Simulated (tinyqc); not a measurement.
# From steady velocity back to saturation velocity v_s

Model: velocity overshoot from momentum and energy balance equations after a field step. Computed by tinyqc, a small Python program. Command: `OMP_NUM_THREADS=1 python tinyqc.py 3019251 3019252 out.jsonl overshoot inv`. One thread of a shared host (Intel(R) Xeon(R) Processor @ 2.30GHz), about 0.03 s of CPU time with the checks.

At t = 0 the field jumps from 0 to F in a uniform sample. v is the drift velocity and u = w - (3/2) k_B T the excess energy per carrier.

Inputs (values chosen for the exercise, modelled on electrons in strained silicon except for tau_E):

| quantity | value | unit |
|---|---|---|
| effective mass m | 0.21 | m_0 |
| low-field mobility mu_0 | 2300 | cm^2/(V s) |
| energy relaxation time tau_E | 0.38 | ps |
| field after the step F | 7.3 | kV/cm |
| lattice temperature T | 300 | K |

Scheme: implicit in the damping.

Constants: m_0 = 9.1093837015e-31 kg; e = 1.602176634e-19 C; k_B = 8.617333262e-05 eV/K.

Method. dv/dt = e F/m - v/tau_m(u), du/dt = e F v - u/tau_E, tau_m(u) = tau_0/(1 + c u), tau_0 = m mu_0/e, c = mu_0/(e tau_E v_s^2); this choice gives the steady state v (1 + mu_0 F v/v_s^2) = mu_0 F, which saturates at v_s. Steady velocity v = 2 mu_0 F/(1 + sqrt(1 + 4 (mu_0 F/v_s)^2)); u = e F v tau_E; carrier temperature T + 2u/(3 k_B), neglecting the drift energy m v^2/2.

Task: A run gave the result below. Find the saturation velocity v_s, known to lie between 0.74 and 1.4 1e7 cm/s.

steady velocity = 0.728864 1e7 cm/s

Result:

Each step takes the trial c = (a f_b - b f_a)/(f_b - f_a), f being the result less the target and a, b, c the logarithms of the listed values; c replaces end b, the old b replaces a if the sign of f changed, and otherwise f_a is halved.

Scan of the range:

| saturation velocity v_s (1e7 cm/s) | steady velocity (1e7 cm/s) |
|---|---|
| 0.740 | 0.594682 |
| 0.823 | 0.645651 |
| 0.915 | 0.699038 |
| 1.020 | 0.756190 |
| 1.130 | 0.812008 |
| 1.260 | 0.872998 |
| 1.400 | 0.933120 |

False position (Illinois rule, in the logarithm of the input) inside the bracket:

| step | end a | end b | trial | steady velocity (1e7 cm/s) |
|---|---|---|---|---|
| 1 | 0.91500 | 1.02000 | 0.968373 | 0.728577 |
| 2 | 1.02000 | 0.96837 | 0.968895 | 0.728861 |
| 3 | 1.02000 | 0.96890 | 0.968905 | 0.728867 |
| 4 | 0.96890 | 0.96890 | 0.968900 | 0.728864 |

Steady velocity rises at every point of a 13-point scan of the range (every second point is shown), so one value fits; it is bracketed by 0.915 and 1.02. Answer: saturation velocity v_s = 0.9689 1e7 cm/s.
